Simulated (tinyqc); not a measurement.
## Lifetime from the low-frequency admittance

Question. At low frequency a p+-n diode with a base of width wb has C_diff/G = (tau/2)(1 - 2 x/sinh 2x), x = wb/sqrt(Dp tau). Find tau, x and the limit of C_diff/G for infinite lifetime, wb^2/(3 Dp).

Values chosen for this exercise: hole diffusion coefficient Dp = 8.3 cm^2/s; width of the neutral base wb = 3.4 um.

G = 721.28038 S/cm^2
C_diff = 1.6734012 uF/cm^2

Solution. The ratio rises steadily with tau from tau/2 (long base) towards wb^2/(3 Dp) (short base), so one lifetime matches as long as the ratio is below that limit.

tau = 7.000e-9 s
x = 1.411
limit of C_diff/G = 4.643e-9 s

Numbers from tinyqc (`OMP_NUM_THREADS=1 python tinyqc.py 2890217 2890218 out.jsonl`; about 0.01 s on one thread of a shared Intel Xeon 2.30GHz).
